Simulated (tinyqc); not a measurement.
Electron mobility of a polar semiconductor by Rode's iterative solution of the Boltzmann equation: one step, computed by the program tinyqc. Command: `OMP_NUM_THREADS=1 python tinyqc.py 3021894 3021895 out.jsonl rode walk`. One thread of a shared host (Intel(R) Xeon(R) Processor @ 2.30GHz), about 0.01 s of CPU time with the checks.

The distribution is f(E) + e F l(E) (-df/dE) cos(theta) for a weak field F, theta counted from the force; l(E) is a mean free path. Elastic processes enter by their momentum rate, polar optical phonons by out- and in-scattering terms. One valley only: where upper valleys lie close, measured mobilities are lower. The density n is prescribed, even where a narrow-gap material would have more intrinsic carriers.

Task: Rates on one ladder of the grid. Parabolic band: E = hbar^2 k^2/(2 m), speed v = hbar k/m, states per spin, volume and energy g(E) = m k/(2 pi^2 hbar^2). Masses are multiplied by m_0 and all formulas are in SI units. Phonon occupation N_q = 1/(exp(hbar w/(k_B T)) - 1). Acoustic deformation potential (elastic, equipartition, absorption and emission together): 1/tau = 2 pi k_B T D_A^2 g(E)/(hbar rho v_l^2). Singly charged impurities, momentum relaxation: 1/tau = N_I e^4 m (1 + 2 alpha E) Phi/(8 pi (eps_s eps_0)^2 hbar^3 k^3), with alpha = 0 for a parabolic band. Brooks-Herring: Phi = ln(1 + b) - b/(1 + b), b = 4 k^2 L_s^2. Polar optical, unscreened: W = e^2 w (1/eps_inf - 1/eps_s) m (1 + 2 alpha E') ln|(k + k')/(k - k')| / (4 pi eps_0 hbar^2 k), times N_q for absorption (E' = E + hbar w) and N_q + 1 for emission (E' = E - hbar w > 0), with alpha = 0 for a parabolic band; mean cosine of the angle <cos> = (k^2 + k'^2)/(2 k k') - 1/ln|(k + k')/(k - k')|. Energy grid E_j = (j + 1/2) hbar w/s, j = 0, 1, ..., up to (max(eta, 0) + 18) k_B T, so that E_j +/- hbar w are grid points; l = 0 beyond the grid; integrals are sums times the spacing. With f' = f(E'): out-scattering S_o = sum over absorption and emission of W (1 - f')/(1 - f); nu = sum of elastic rates; the in-scattering weights are c+ = W_abs <cos> (1 - f')/(1 - f) for E' = E + hbar w and c- likewise for emission.

Inputs (values chosen for the exercise, for a model polar semiconductor):
```
quantity                             value    unit
effective mass m                      0.47     m_0
static permittivity eps_s             10.1       -
high-frequency permittivity eps_inf   6.01       -
density rho                           5310  kg/m^3
sound velocity v_l                    5010     m/s
acoustic deformation potential D_A     8.1      eV
optical phonon energy hbar w            23     meV
temperature T                          150       K
grid points per phonon energy s          6       -
```

Band: parabolic. Elastic processes: acoustic, impurity.

reduced Fermi level eta = -8.452355

ionised impurity density N_I = 6.10e+14 1/cm^3

screening length L_s = 108.7585 nm

Constants: k_B = 8.617333262e-05 eV/K; k_B = 1.380649e-23 J/K; e = 1.602176634e-19 C; hbar = 1.054571817e-34 J s; m_0 = 9.1093837015e-31 kg; eps_0 = 8.8541878128e-12 F/m; hbar = 6.582119569e-16 eV s.

Give: Points j = s/2, s/2 + s, ... (the first seven rungs, or as many as the grid holds), rates in 1e12/s.

Result:

Points j = s/2, s/2 + s, ... (the first seven rungs, or as many as the grid holds), rates in 1e12/s:
```
E (meV)     v (m/s)      nu     S_o      c+      c-
13.42    1.0021e+05  1.3235  14.695  6.1300   0.000
36.42    1.6509e+05  2.0599  66.188  7.4036  22.047
59.42    2.1088e+05  2.6144  74.293  7.6324  34.348
82.42    2.4836e+05  3.0732  74.258  7.6227  38.404
105.42   2.8089e+05  3.4727  72.740  7.5364  39.942
128.42   3.1002e+05  3.8311  70.918  7.4234  40.464
151.42   3.3664e+05  4.1590  69.103  7.3029  40.513
```

Points one phonon energy apart are coupled only to each other, so the grid falls into s independent ladders.
